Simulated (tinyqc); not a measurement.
Electron continuity equation in a given potential, Scharfetter-Gummel discretisation: one step of the calculation.

Steady state in one dimension: J = q mu n E + q D dn/dx with E = -dpsi/dx and D = mu Vt, dJ/dx = q (n/tau - G), fixed densities nL and nR at the ends. The potential is given, psi = 0 for x < L/2 and U (2 x/L - 1) beyond, and is not changed by the electrons.

Question. Bernoulli factors. d_i = (psi_(i+1) - psi_i)/Vt; B(d) = d/(exp(d) - 1), B(0) = 1. The flux on interval i is J_i = (q D/h) [n_(i+1) B(d_i) - n_i B(-d_i)].

Parameters, values chosen for the exercise:

| symbol | value | unit | meaning |
|---|---|---|---|
| T | 300 | K | temperature |

Constants: q = 1.602176634e-19 C, kB = 1.380649e-23 J/K, Vt = kB T/q. Results are converted to the units shown.

psi, node 0 to 9 (V): [0.00000000, 0.00000000, 0.00000000, 0.00000000, 0.00000000, 0.08777778, 0.26333333, 0.43888889, 0.61444444, 0.79000000]

Find: d_i; B(d_i); B(-d_i).

Answer.

```
interval     d_i     B(d_i)  B(-d_i)
0         0.0000     1.0000   1.0000
1         0.0000     1.0000   1.0000
2         0.0000     1.0000   1.0000
3         0.0000     1.0000   1.0000
4         3.3954    0.11779   3.5132
5         6.7908  0.0076420   6.7984
6         6.7908  0.0076420   6.7984
7         6.7908  0.0076420   6.7984
8         6.7908  0.0076420   6.7984
```

The largest |d_i| is 6.79, above 2, where central differences lose the sign pattern that keeps densities positive.

Range of the model: The drift velocity mu E exceeds 1e7 cm/s somewhere, where real mobilities no longer stay constant.

Program tinyqc, `OMP_NUM_THREADS=1 python tinyqc.py 2220009 2220010 out.jsonl`; Intel Xeon 2.30GHz, shared host, one thread, about 0.01 s.
